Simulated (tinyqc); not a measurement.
Electron-beam lithography: double-Gaussian proximity function, edge placement and dose correction for parallel lines: one step, computed by the program tinyqc. Command: `OMP_NUM_THREADS=1 python tinyqc.py 3113421 3113422 out.jsonl proximity walk`. One thread of a shared host (Intel(R) Xeon(R) Processor @ 2.30GHz), about 0.01 s of CPU time with the checks.

Lines are infinitely long. Absorbed energy is counted so that the middle of a very large area written at dose 1 receives 1; the resist develops where it exceeds 1/2.

Task: Dose to size and latitude. A test line of width w << beta in surroundings of density rho, all at dose d: near its edge E(x) = d [S + eta rho]/(1 + eta), S = [erf((b - x)/alpha) - erf((a - x)/alpha)]/2 for edges a and b, the second term being the background energy. Dose to size d_s = (1 + eta)/(erf(w/alpha) + 2 eta rho), dose = d_s D0; edge slope d [1 - exp(-w^2/alpha^2)]/(sqrt(pi) alpha (1 + eta)); width change per 1 % of dose = 2 x 0.01 x (1/2)/slope.

Inputs (values chosen for the exercise, of the order of those for 100 keV electrons in resist on silicon):
```
quantity                              value               unit
forward range alpha                   0.022         micrometre
backscatter ratio eta                  0.48                  -
base dose D0                            260  microcoulomb/cm^2
width of the test line                0.093         micrometre
pattern density around the test line   0.64                  -
```

Give: dose to size d_s; dose; edge slope; width change per 1 % of dose; background energy.

Result:

dose to size d_s = 0.9167

dose = 238.4 microcoulomb/cm^2

edge slope = 0.01589 1/nm

width change per 1 % of dose = 0.6295 nm

background energy = 0.1903

The background supplies 38 % of the threshold.
